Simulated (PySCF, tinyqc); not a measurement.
Worked calculation: coupled-perturbed Hartree-Fock on RHF in the sto-3g basis, for Be, spin multiplicity 1. The lowest restricted solution is unstable here: a spin-polarised one lies 0.0012 hartree lower (PySCF). One step of it, computed by the program tinyqc.

Question. Response to a field: uncoupled start. Field along y; U_ai = -mu_ai / (e_a - e_i), alpha = -4 sum U_ai mu_ai.

orbital energies (hartree): MO1 -4.483992, MO2 -0.254038, MO3 0.221086, MO4 0.221086, MO5 0.221086

dipole integrals <a|y|i> (bohr):
```
          i1        i2
a3  0.000000  0.000000
a4  0.147388  1.264640
a5  0.000000  0.000000
```

Give: uncoupled U; uncoupled polarisability.

Answer.

uncoupled U:
```
        i1      i2
a3   0.000   0.000
a4  -0.031  -2.662
a5   0.000   0.000
```

uncoupled polarisability = 13.483 bohr^3
